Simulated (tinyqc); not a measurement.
Inside a calculation. Method: RHF in the sto-6g basis, for H6, spin multiplicity 1. One step of it, computed by the program tinyqc.

Problem. Orthogonalisation. S = U s U^T; symmetric (Loewdin) form X = U s^(-1/2) U^T, so that X^T S X = 1.

overlap S, order 1H 1s, 2H 1s, 3H 1s, 4H 1s, 5H 1s, 6H 1s:
```
[[1.000000, 0.576662, 0.133396, 0.030891, 0.004243, 0.000702],
 [0.576662, 1.000000, 0.459930, 0.133396, 0.021809, 0.004235],
 [0.133396, 0.459930, 1.000000, 0.576662, 0.133396, 0.030836],
 [0.030891, 0.133396, 0.576662, 1.000000, 0.459930, 0.133185],
 [0.004243, 0.021809, 0.133396, 0.459930, 1.000000, 0.576032],
 [0.000702, 0.004235, 0.030836, 0.133185, 0.576032, 1.000000]]
```

Give: eigenvalues of S; X.

Solution.

eigenvalues of S: [0.2218, 0.3417, 0.5417, 1.1086, 1.6373, 2.1489]

X, order 1H 1s, 2H 1s, 3H 1s, 4H 1s, 5H 1s, 6H 1s:
```
[[1.1772, -0.4056, 0.0713, -0.0188, 0.0039, -0.0010],
 [-0.4056, 1.3070, -0.3511, 0.0781, -0.0145, 0.0039],
 [0.0713, -0.3511, 1.3195, -0.4449, 0.0781, -0.0187],
 [-0.0188, 0.0781, -0.4449, 1.3195, -0.3509, 0.0712],
 [0.0039, -0.0145, 0.0781, -0.3509, 1.3064, -0.4049],
 [-0.0010, 0.0039, -0.0187, 0.0712, -0.4049, 1.1767]]
```
